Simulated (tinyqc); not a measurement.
What moves the results: three-band (Emery) model of a CuO2 plane downfolded to one band. A value that a table varies takes the place of the one given here.

Electron picture, d at 0 and the oxygen p orbitals at -D; sx = sin(kx a/2), sy = sin(ky a/2). H = [[0, 2 tpd sx, -2 tpd sy], [., -D, -4 tpp sx sy], [., ., -D]], real and symmetric. The top (antibonding) band crosses the Fermi level.

One-band form E = e0 - 2t (cos kx + cos ky) - 4t' cos kx cos ky - 2t'' (cos 2kx + cos 2ky) - 4t''' (cos 2kx cos ky + cos kx cos 2ky), k in 1/a. Each hopping is minus the mean of E cos(m kx) cos(n ky) over a 12 x 12 mesh, k = (j + 1/2) 2 pi/12.

Parameters, chosen for this exercise (out of a larger set: of the size used for cuprate planes; not measured data): D = 2.8 eV (ed - ep); tpd = 1.27 eV (d-p hopping); tpp = 0.62 eV (p-p hopping).

## Ways to reach one band

e0, t, t', t'', t''' (eV): 1.74754  0.42564  -0.02732  0.03341  -0.00097

k in pi/a. Second order: 4 tpd^2 (sx^2 + sy^2)/D. Downfolded at a fixed energy: h(E0) = V (E0 - H_pp)^-1 V^T at E0 = the exact level at (1/2,1/2), then linearised, E = E0 + Z (h(E0) - E0), Z = 1/(1 + |(E0 - H_pp)^-1 V^T|^2). Fourier: all four hoppings.

Top band (eV):
```
k           exact  second order  linearised  Fourier
(0,0)      0.0000        0.0000      0.0000   0.0284
(1/2,0)    0.8772        1.1521      0.8423   0.8924
(1,0)      1.5003        2.3041      1.4928   1.5046
(1,1/2)    2.6098        3.4562      2.5329   2.6027
(1,1)      3.4357        4.6083      2.9649   3.4180
(3/4,3/4)  2.9946        3.9334      2.7817   3.0061
(1/2,1/2)  1.8771        2.3041      1.8771   1.8812
(1/4,1/4)  0.6185        0.6749      0.5707   0.5983
```

The band is 3.436 eV wide; second order gives 4.608, a factor 1.34, since 2 tpd/D = 0.91 is not small. It also leaves out tpp, which widens the exact band and so lowers this factor. Linearising about the Fermi region is exact at (1/2,1/2), off by 7.5 meV at (1,0) and 471 meV at worst, far from E0. The four Fourier hoppings err by at most 28 meV, at (0,0).

## What sets t'/t

tpp is varied; points are in units of pi/a. E(1,0) is the saddle point; the filling is the share of a 40 x 40 mesh, k = (j + 1/2) 2 pi/40, below the saddle energy, times two.

One-band values:
```
tpp (eV)  t (eV)  t' (eV)  t'' (eV)    t'/t  E(1,0) - E(1/2,1/2) (eV)  electrons at the saddle
0.05      0.3013   0.0277    0.0181   0.092                   -0.0262                    0.950
0.20      0.3297   0.0151    0.0219   0.046                   -0.1089                    0.925
0.35      0.3611   0.0012    0.0259   0.003                   -0.1982                    0.885
0.50      0.3957  -0.0141    0.0300  -0.036                   -0.2945                    0.835
0.65      0.4335  -0.0308    0.0343  -0.071                   -0.3981                    0.825
0.80      0.4746  -0.0490    0.0387  -0.103                   -0.5096                    0.770
```

t'/t goes from 0.092 to -0.103. With tpp = 0 the band depends on sx^2 + sy^2 alone and the line through the saddle is a nested square, whatever t' says: terms in (cos kx + cos ky)^2 bring t' and t'' in the ratio two to one, higher powers alter it (first row: 0.0277 and 0.0181 eV), so t' - 2t'', which goes from -0.0084 to -0.1264 eV, measures the rounding. Oxygen hopping lowers the saddle against (1/2,1/2), by 0.510 eV in the last row, so the van Hove filling moves from 0.95 to 0.77 electrons (mesh values, coarse by a few hundredths; the nested square holds exactly 1) and the half-filled Fermi line closes around (1,1).

## What each parameter does

Top band at (1,1), (1,0) and (1/2,1/2) in pi/a, and its d weight at (1/2,1/2). Each row changes one parameter from the base and keeps the others.

Results:
```
case            E(1,1) (eV)  E(1,0) (eV)  E(1/2,1/2) (eV)  d weight
base                 3.4357       1.5003           1.8771    0.6468
D = 3.08 eV          3.3046       1.4304           1.7815    0.6703
tpd = 1.143 eV       3.0768       1.2806           1.6354    0.6615
tpp = 0.682 eV       3.5563       1.5003           1.9215    0.6360
```

The largest shifts from the base row, up to three for each result and ties (the steps differ in size, so this ranks the rows, not the parameters). E(1,1) (eV): tpd -0.3588, D -0.1311, tpp +0.1206. E(1,0) (eV): tpd -0.2196, D -0.0699; unchanged at the printed digits by tpp. E(1/2,1/2) (eV): tpd -0.2417, D -0.0956, tpp +0.0445. d weight: D +0.0235, tpd +0.0147, tpp -0.0108. At (1,0) sy = 0, so tpp does not enter.

Run: tinyqc, `OMP_NUM_THREADS=1 python tinyqc.py 1481016 1481017 out.jsonl`; Intel(R) Xeon(R) Processor @ 2.30GHz, one thread, shared host; about 0.03 s of CPU time with all checks.
